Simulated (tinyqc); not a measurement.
Doping from the body effect.

Problem. The threshold of a long MOSFET, counted against the source, shifts by gamma (sqrt(2 phiF + Vsb) - sqrt(2 phiF)) with gamma = sqrt(2 eps0 eps_r q N)/Cox. Find 2 phiF, gamma and N from two shifts.

Parameters, values chosen for the exercise: relative permittivity eps_r = 11.6.

Constants: q = 1.602176634e-19 C, eps0 = 8.8541878128e-14 F/cm where lengths are in cm. Results are converted to the units shown.

|VT - VT(0)| at source-body biases 0.9 and 2.6 V (V): 0.0080183815  0.018183490
Cox = 1.0464040 uF/cm^2

Answer. The ratio of the shifts depends on 2 phiF alone and rises steadily with it, so it fixes 2 phiF; either shift then gives gamma, and gamma gives N.

2 phiF = 0.640 V
gamma = 0.0182 V^0.5
N = 1.10e15 cm^-3

Program tinyqc, `OMP_NUM_THREADS=1 python tinyqc.py 2060018 2060019 out.jsonl`; Intel Xeon 2.30GHz, shared host, one thread, about 0.01 s.
